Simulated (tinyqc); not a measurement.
Tunnelling through a gate dielectric, WKB transmission and Tsu-Esaki current: one step of the calculation.

Electrons leave the emitter at x = 0. Energies E (motion across the layers) are in eV from the emitter Fermi level; the collector Fermi level lies at -V and offers states at every E. No charge in the dielectric and no image force: F1 = V/t1, U = phi1 - F1 x. With C = hbar^2/(2 m0), kappa = sqrt(m (U - E)/C) where U > E and 0 elsewhere; T(E) = exp(-S), S = 2 times the integral of kappa over x.

Task. WKB exponent by the midpoint rule. Cut each layer into nc equal cells, take U and kappa at the cell centres, and sum S = 2 sum kappa h.

Values chosen for this exercise; dielectric values close to those of aluminium oxide: barrier of layer 1 above the emitter Fermi level at zero bias phi1 = 2.71 eV; tunnelling mass of layer 1 m1 = 0.41 m0; thickness of layer 1 t1 = 3.2 nm; voltage across the dielectric V = 1.6 V; energy of the electron followed E = 0 eV; cells in each layer nc = 6.

Constants: q = 1.602176634e-19 C, hbar = 1.054571817e-34 J s, m0 = 9.1093837015e-31 kg, hbar^2/(2 m0) = 0.0380998212 eV nm^2. Results are converted to the units shown.

Give: x; U; kappa; S; T(E).

Result.

| cell | x (nm) | U (eV) | kappa (1/nm) |
|---|---|---|---|
| 0 | 0.267 | 2.577 | 5.266 |
| 1 | 0.800 | 2.310 | 4.986 |
| 2 | 1.333 | 2.043 | 4.689 |
| 3 | 1.867 | 1.777 | 4.373 |
| 4 | 2.400 | 1.510 | 4.031 |
| 5 | 2.933 | 1.243 | 3.658 |

S = 28.80
T(E) = 3.100e-13

Program tinyqc, `OMP_NUM_THREADS=1 python tinyqc.py 2540132 2540133 out.jsonl`; Intel Xeon 2.30GHz, shared host, one thread, about 0.03 s.
